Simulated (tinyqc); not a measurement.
## Access strength from the read disturbance

Question. Transistor (EKV form, voltages against the body): I = 2 n b Vt^2 [F(vp - Vs) - F(vp - Vd)] from drain to source, F(v) = ln^2(1 + exp(v/(2 Vt))), vp = (Vg - VT + sg |Vd - Vs|)/n. n-channel bodies are at 0; for the p-channel device all voltages are counted down from Vdd. b in uA/V^2 gives I in uA. In an SRAM read the low node Q obeys In(gate QB, drain Q) = Ip(gate QB, drain Q) + Ia, where the access transistor (threshold VTn) has its gate and drain at Vdd and its source at Q. Find Ia, ba and the cell ratio bn/ba.

Parameters, values chosen for the exercise: temperature T = 350 K; supply voltage Vdd = 0.5 V; slope factor n = 1.31; drain-induced barrier lowering sg = 0.074; n-channel threshold VTn = 0.28 V; p-channel threshold (magnitude) VTp = 0.43 V; gain factor of the pull-down transistor bn = 230 uA/V^2; gain factor of the pull-up transistor bp = 120 uA/V^2.

Constants: q = 1.602176634e-19 C, kB = 1.380649e-23 J/K, Vt = kB T/q. Results are converted to the units shown.

Q and QB in the read (V): 0.067403806  0.49828243

Solution. The node equation gives Ia, which is proportional to ba.

Ia = 2.630 uA
ba = 230.0 uA/V^2
cell ratio = 1.000

Computed by the program tinyqc: `OMP_NUM_THREADS=1 python tinyqc.py 2340073 2340074 out.jsonl`, one thread of a shared Intel Xeon 2.30GHz, about 0.1 s for the whole run.
